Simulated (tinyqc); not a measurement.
A spin-degenerate level with charging energy between two leads, rate equations: one step of the calculation.

States 0, up, down and 2 with energies 0, e1 - Ez/2, e1 + Ez/2 and 2 e1 + U. mu_L = +V/2, mu_R = -V/2 (meV), f(x) = 1/(1 + exp(x/kB T)). A transition that adds one electron of given spin at the energy E has the rate G f(E - mu) from each lead, and its reverse G [1 - f(E - mu)]. I counts electrons leaving the left lead, times q.

Task. Time step. Explicit Euler step: p(new) = p + dt W p.

Inputs (values chosen for the exercise):
- dt = 0.042 ns (time step)

W (1/ns):
```
               0         up       down           2
0     -12.219021   0.090490   0.090490    0.000000
up      6.109510  -0.090700   0.000000    6.199790
down    6.109510   0.000000  -0.090700    6.199790
2       0.000000   0.000210   0.000210  -12.399580
```

p after step 1: 0 0.48680114, up 0.25659943, down 0.25659943, 2 0.00000000

Give: p after step 2.

Result.

p after step 2: 0 0.2389, up 0.3805, down 0.3805, 2 0.0000

Range of the model: Rate equations need hbar G well below kB T; cotunnelling and the Kondo effect are left out.

tinyqc, about 0.01 s, one thread, Intel Xeon 2.30GHz (shared host): `OMP_NUM_THREADS=1 python tinyqc.py 2780018 2780019 out.jsonl`
